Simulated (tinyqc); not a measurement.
Polytypes and stacking faults of a tetrahedral semiconductor in an axial Ising model with couplings up to third neighbours: one step, computed by the program tinyqc.

Each double layer has s = +1 or -1 for the sense of its stacking step; E per pair of atoms = E0 - sum_n J_n <s_i s_(i+n)>, n = 1, 2, 3. Hexagonality h = (1 - <s_i s_(i+1)>)/2.

Question. Electronic energy gained by the fault. The fault binds electrons in a two-dimensional band E_b below the conduction edge, g2 = m m0/(pi hbar^2) for one valley. With the Fermi level held by the bulk, eta = ln[n/N_c(T)], N_c(T) = N_c (T/300)^1.5, the grand potential falls by g2 (k_B T)^2 F1(x), x = eta + E_b/(k_B T), F1(x) = integral from 0 to infinity of ln(1 + exp(x - t)) dt; sheet density g2 k_B T ln(1 + e^x). Band bending by the trapped charge is left out, so the gain is an upper bound. Net fault energy = gamma of the intrinsic fault less the electronic gain.

Inputs (values chosen for the exercise, for a model crystal):
```
quantity                                    value    unit
binding energy of the fault level E_b        0.12      eV
in-plane mass m                              0.37      m0
effective density of states N_c at 300 K  3.6e+19  1/cm^3
electron density n                        7.5e+18  1/cm^3
temperature T                                 500       K
```

Host polytype: 3C.

energy of the glide fault, intrinsic = 51.56549 mJ/m^2

Constants: m_0 = 9.1093837015e-31 kg; hbar = 1.054571817e-34 J s; k_B = 1.380649e-23 J/K; k_B = 8.617333262e-05 eV/K.

Give: x; sheet density; electronic gain; net fault energy.

Answer.

x = 0.4502

sheet density = 6.283e+12 1/cm^2

electronic gain = 0.5466 mJ/m^2

net fault energy = 51.02 mJ/m^2

The gain offsets 1.1 % of the fault energy.
